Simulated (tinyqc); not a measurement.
Bloch-Grueneisen resistivity of a metal: one step, computed by the program tinyqc. Command: `OMP_NUM_THREADS=1 python tinyqc.py 3014362 3014363 out.jsonl bg walk`. One thread of a shared host (Intel(R) Xeon(R) Processor @ 2.30GHz), about 0.01 s of CPU time with the checks.

Electrons scatter from a Debye spectrum of phonons (n = 5 for scattering within one band, n = 3 for scattering into a second, heavy band) and from static defects.

Problem. The integral and the phonon part. J_n(y) = int_0^y x^n e^x/(e^x - 1)^2 dx, by 96 Gauss-Legendre points (upper limit at most 60). rho_ph = (n - 1) rho_1 (T/Theta)^n J_n(Theta/T), with rho_1 = 2 pi lambda_tr k_B Theta/(hbar eps_0 w_p^2), the high-temperature line at T = Theta.

Inputs (values chosen for the exercise, modelled on silver): exponent n = 5; Debye temperature Theta = 228 K; temperature T = 40 K.

Addition: none.

rho_1 = 1.246270 microohm cm

Give: Theta/T; J_n; phonon resistivity rho_ph.

Solution.

Theta/T = 5.7

J_n = 64.922

phonon resistivity rho_ph = 0.053789 microohm cm

This is 24.6 % of the straight line rho_1 T/Theta.
